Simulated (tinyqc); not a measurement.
# MOS capacitor on an n-type substrate, surface potential from the exact charge relation: effects of single changes

Uniform n-type substrate, Boltzmann statistics, full ionisation, classical densities. psi is the surface potential against the body (positive when the bands bend down) and u = -psi/Vt. Traps are spread evenly over the gap and neutral at flat band, so their charge is -q Dit psi; the minority quasi-Fermi level is shifted by Vb.

Parameters, values chosen for the exercise; band and dielectric values close to those of silicon: temperature T = 250 K; band gap Eg = 1.13 eV; relative permittivity eps_r = 11.7; conduction-band density of states at T Nc = 2.13e19 cm^-3; valence-band density of states at T Nv = 2e19 cm^-3; electron affinity chi = 4.11 eV; donor density of the substrate N = 1.5e18 cm^-3; relative permittivity of the gate insulator (close to hafnium oxide) eox = 21.7; insulator thickness tox = 78 nm; gate work function phiM = 5 eV; fixed charge at the interface, in units of q Nf = 3.8e10 cm^-2; density of interface traps Dit = 0 cm^-2 eV^-1; reverse bias of the inversion layer against the body Vb = 0 V.

Constants: q = 1.602176634e-19 C, kB = 1.380649e-23 J/K, Vt = kB T/q, eps0 = 8.8541878128e-14 F/cm where lengths are in cm. Results are converted to the units shown.

Each table varies one quantity; the others keep the values above.

## Capacitance-voltage curves

ni = sqrt(Nc Nv) exp(-Eg/(2 Vt)), Eg in volts; phiF = Vt ln(N/ni); Cox = eps0 eox/tox; Vfb = phiM - chi - Vt ln(Nc/N) - q Nf/Cox; Q0 = sqrt(2 eps0 eps_r q N Vt); r = (ni/N)^2 exp(-Vb/Vt); VT = Vfb - [(2 phiF + Vb)(1 + q Dit/Cox) + sqrt(2 eps0 eps_r q N (2 phiF + Vb))/Cox]. u = -psi/Vt; F^2 = exp(-u) + u - 1 + r (exp(u) - u - 1); Qs = +sign(u) Q0 F; Cs = -dQs/dpsi = (Q0/Vt) |1 - exp(-u) + r (exp(u) - 1)|/(2 F). psi solves Vg = Vfb + psi + (q Dit psi - Qs)/Cox. Low frequency: 1/C_LF = 1/Cox + 1/(Cs + q Dit). High frequency, in the simple estimate in which traps and minority carriers do not follow: 1/C_HF = 1/Cox + 1/Cd, Cd being Cs with r = 0 at the same psi. Deep depletion: r = 0 and Dit = 0 both in the equation for psi and in Cs. Minority sheet density N_inv = (Q0/(2 q)) int_0^u r (exp(t) - 1)/F(t) dt for u > 0. N_inv under 1 cm^-2 is printed as 0. Regimes: accumulation when majority carriers gather, then depletion up to |psi| = phiF + Vb, weak inversion up to 2 phiF + Vb, strong inversion beyond.

Results:

| Vg (V) | psi (V) | C_LF/Cox | C_HF/Cox | C_deep/Cox | N_inv (cm^-2) | regime |
|---|---|---|---|---|---|---|
| 1.78 | 0.04462 | 0.9684 | 0.9684 | 0.9684 | 0 | accumulation |
| 1.29 | 0.02634 | 0.9557 | 0.9557 | 0.9557 | 0 | accumulation |
| 0.79 | -0.001235 | 0.9312 | 0.9312 | 0.9312 | 0 | depletion |
| 0.3 | -0.04501 | 0.8859 | 0.8859 | 0.8859 | 0 | depletion |
| -0.19 | -0.1162 | 0.8224 | 0.8224 | 0.8224 | 0 | depletion |
| -0.68 | -0.2181 | 0.7636 | 0.7636 | 0.7636 | 0 | depletion |
| -1.17 | -0.3461 | 0.7154 | 0.7154 | 0.7154 | 0 | depletion |
| -1.67 | -0.4989 | 0.6746 | 0.6746 | 0.6746 | 2.524 | depletion |
| -2.16 | -0.6669 | 0.6407 | 0.6407 | 0.6407 | 5248 | weak inversion |
| -2.65 | -0.8503 | 0.6115 | 0.6114 | 0.6114 | 2.297e7 | weak inversion |
| -3.63 | -1.075 | 0.9514 | 0.5825 | 0.5632 | 6.552e11 | strong inversion |

Estimate the missing row, Vg = -3.14 V.

Computed row:

| Vg (V) | psi (V) | C_LF/Cox | C_HF/Cox | C_deep/Cox | N_inv (cm^-2) | regime |
|---|---|---|---|---|---|---|
| -3.14 | -1.027 | 0.7845 | 0.5882 | 0.5858 | 7.549e10 | strong inversion |

With this row back in the table: C_LF/Cox is lowest, 0.612, at Vg = -2.65 V (weak inversion) among the rows listed and is 0.951 in the last row, where C_HF/Cox is 0.583 and the deep-depletion value 0.563. Vfb = 0.808 V, where C_HF/Cox = 0.932 (Cox in series with eps0 eps_r/LD), and VT = -3.10 V. Over the last two rows psi moves by only 0.099 V a volt of gate bias, since the inversion charge screens the body. In strong accumulation and inversion degeneracy and confinement, left out here, lower the capacitance.

## Effect of the reverse bias of the inversion layer against the body on threshold and swing

ni = sqrt(Nc Nv) exp(-Eg/(2 Vt)), Eg in volts; phiF = Vt ln(N/ni); Cox = eps0 eox/tox; Vfb = phiM - chi - Vt ln(Nc/N) - q Nf/Cox; VT = Vfb - [(2 phiF + Vb)(1 + q Dit/Cox) + sqrt(2 eps0 eps_r q N (2 phiF + Vb))/Cox]. gamma = sqrt(2 eps0 eps_r q N)/Cox; Wm = sqrt(2 eps0 eps_r (2 phiF + Vb)/(q N)); m = 1 + (eps0 eps_r/Wm + q Dit)/Cox; swing m Vt ln 10; Cmin/Cox = 1/(1 + Cox Wm/(eps0 eps_r)).

In this table Dit = 0 cm^-2 eV^-1.

The same in every row: Vfb (V) = 0.80812; 2 phiF (V) = 1.0170; gamma (V^0.5) = 2.8646.

Effect of the reverse bias of the inversion layer against the body on threshold and swing:

| Vb (V) | VT (V) | Wm (nm) | m | swing (mV/decade) | Cmin/Cox |
|---|---|---|---|---|---|
| 0 | -3.0978 | 29.611 | 2.4203 | 120.06 | 0.58682 |
| 0.4 | -4.0190 | 34.952 | 2.2032 | 109.29 | 0.54612 |
| 0.8 | -4.8704 | 39.579 | 2.0626 | 102.31 | 0.51517 |
| 1.2 | -5.6743 | 43.719 | 1.9620 | 97.323 | 0.49030 |
| 1.6 | -6.4431 | 47.499 | 1.8854 | 93.525 | 0.46961 |
| 2 | -7.1847 | 51.000 | 1.8246 | 90.510 | 0.45194 |
| 2.4 | -7.9043 | 54.276 | 1.7748 | 88.042 | 0.43657 |
| 2.8 | -8.6056 | 57.365 | 1.7331 | 85.972 | 0.42301 |

As Vb goes from 0 to 2.8, VT falls from -3.10 to -8.61 V, the swing falls from 120 to 86.0 mV/decade and Cmin/Cox falls from 0.587 to 0.423. Vfb does not move. The slope |dVT/dVb| between the first two rows is 2.30, close to m (VT is counted against the body; against the source it is m - 1).

## Effect of the insulator thickness on threshold and swing

Same model as above.

The same in every row: 2 phiF (V) = 1.0170; Wm (nm) = 29.611.

Results:

| tox (nm) | Vfb (V) | gamma (V^0.5) | VT (V) | m | swing (mV/decade) | Cmin/Cox |
|---|---|---|---|---|---|---|
| 20 | 0.82650 | 0.73452 | -0.93129 | 1.3642 | 67.670 | 0.26695 |
| 29 | 0.82365 | 1.0651 | -1.2675 | 1.5280 | 75.799 | 0.34557 |
| 64 | 0.81256 | 2.3505 | -2.5749 | 2.1653 | 107.41 | 0.53818 |
| 95 | 0.80274 | 3.4890 | -3.7329 | 2.7298 | 135.41 | 0.63367 |
| 140 | 0.78848 | 5.1417 | -5.4138 | 3.5492 | 176.06 | 0.71825 |
| 210 | 0.76630 | 7.7125 | -8.0286 | 4.8238 | 239.29 | 0.79269 |
| 310 | 0.73461 | 11.385 | -11.764 | 6.6447 | 329.61 | 0.84950 |

Estimate the missing row, tox = 43 nm.

Computed row:

| tox (nm) | Vfb (V) | gamma (V^0.5) | VT (V) | m | swing (mV/decade) | Cmin/Cox |
|---|---|---|---|---|---|---|
| 43 | 0.81921 | 1.5792 | -1.7904 | 1.7830 | 88.445 | 0.43914 |

With this row back in the table: As tox goes from 20 to 310, VT falls from -0.931 to -11.8 V, the swing rises from 67.7 to 330 mV/decade and Cmin/Cox rises from 0.267 to 0.850. Of the change of VT by -10.8 V, -0.0919 V comes from Vfb and -10.7 V from the band bending and the charge it takes. m - 1 goes as tox^(1.00), that is as 1/Cox.

Program tinyqc, `OMP_NUM_THREADS=1 python tinyqc.py 2060102 2060103 out.jsonl`; Intel Xeon 2.30GHz, shared host, one thread, about 0.01 s.
